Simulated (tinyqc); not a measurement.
Reflectance at normal incidence against thickness.

Normal incidence on air, film (n1) and substrate (N2 = n2 - i k2): r01 = (1 - n1)/(1 + n1), r12 = (n1 - N2)/(n1 + N2), amplitude (r01 + r12 X)/(1 + r01 r12 X), X = exp(-4 pi i n1 d/lam), R its squared modulus, phase from 0 to 360 degrees.

Values chosen for this exercise: wavelength lam = 405 nm; index of the transparent film n1 = 1.652; index of the substrate n2 = 5.42; extinction coefficient of the substrate k2 = 0.329.

Reflectance at normal incidence against thickness:
```
d (nm)  R (%)  phase of the reflected amplitude (degrees)
0       47.54                                       178.7
15      43.98                                       152.8
30      33.87                                       121.8
45      19.42                                       77.26
60      11.03                                       2.925
75      18.51                                       286.6
90      32.99                                       240.6
105     43.51                                       209.0
120     47.50                                       183.0
```

R goes from 47.5 through a minimum of 11.0 (at d = 60 nm among the rows listed) to 47.5 %. At a quarter wave, d = 61.3 nm, R = 11.0 %; for a transparent substrate it would vanish for n1 = sqrt(n2) = 2.33.

Numbers from tinyqc (`OMP_NUM_THREADS=1 python tinyqc.py 2870226 2870227 out.jsonl`; about 0.01 s on one thread of a shared Intel Xeon 2.30GHz).
